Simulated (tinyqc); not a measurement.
Speciation in dilute and buffered hydrofluoric acid, oxide etch rate and bath loading. From pH back to HF added. Computed by tinyqc, a small Python program. Command: `OMP_NUM_THREADS=1 python tinyqc.py 3120834 3120835 out.jsonl hfetch inv`. One thread of a shared host (Intel(R) Xeon(R) Processor @ 2.30GHz), about 0.01 s of CPU time with the checks.

Concentrations stand for activities, NH4+ and Cl- are spectators, and water ionisation is neglected. H, F and HF2 denote the ions H+, F- and HF2-. The base temperature is 298 K.

Inputs (values chosen for the exercise, of the order of those for thermal oxide at room temperature):
```
quantity                 value   unit
NH4F added                   0  mol/L
HCl added                    0  mol/L
K1 = [H][F]/[HF]      0.000718  mol/L
K2 = [HF2]/([HF][F])      3.84  L/mol
K3 = [H2F2]/[HF]^2        3.04  L/mol
```

Method. Fluoride balance: [HF] + [F] + 2 [HF2] + 2 [H2F2] = HF added + NH4F added. Acid balance: [H] + [HF] + [HF2] + 2 [H2F2] = HF added + HCl added. For a trial [H], [HF] = [H][F]/K1, and the fluoride balance is a quadratic in [F]. The root is refined to 1e-13 in pH = -log10 [H].

Task: A run gave the result below. Find the HF added, known to lie between 0.33 and 0.91 mol/L.

pH = 1.745786

Result:

Each step takes the trial c = (a f_b - b f_a)/(f_b - f_a), f being the result less the target and a, b, c the logarithms of the listed values; c replaces end b, the old b replaces a if the sign of f changed, and otherwise f_a is halved.

Scan of the range:
```
HF added (mol/L)       pH
0.330             1.86863
0.391             1.83376
0.463             1.79903
0.548             1.76441
0.649             1.72965
0.768             1.69503
0.910             1.66011
```

False position (Illinois rule, in the logarithm of the input) inside the bracket:
```
step  end a     end b     trial       pH
1     0.548  0.649000  0.599993  1.74579
2     0.649  0.599993  0.600000  1.74579
```

pH falls at every point of a 13-point scan of the range (every second point is shown), so one value fits; it is bracketed by 0.548 and 0.649. Answer: HF added = 0.6000 mol/L.
